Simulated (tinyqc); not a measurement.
## Junction parameters from two forward currents

Inverse problem. D(v) = J1 (exp(v/Vt) - 1) + J2 (exp(v/(2 Vt)) - 1). Find J1, J2 and the voltage 2 Vt ln(J2/J1) near which both parts are equal.

Values chosen for this exercise: temperature T = 300 K.

Constants: q = 1.602176634e-19 C, kB = 1.380649e-23 J/K, Vt = kB T/q. Results are converted to the units shown.

junction voltages (V): [0.33, 0.7]
currents (uA/um): [3.6306449e-6, 0.34350232]

Answer. The current is linear in J1 and J2, so two points give two equations.

J1 = 5.900e-13 uA/um
J2 = 5.800e-9 uA/um
crossover = 0.4753 V

Program tinyqc, `OMP_NUM_THREADS=1 python tinyqc.py 2182080 2182081 out.jsonl`; Intel Xeon 2.30GHz, shared host, one thread, about 0.2 s.
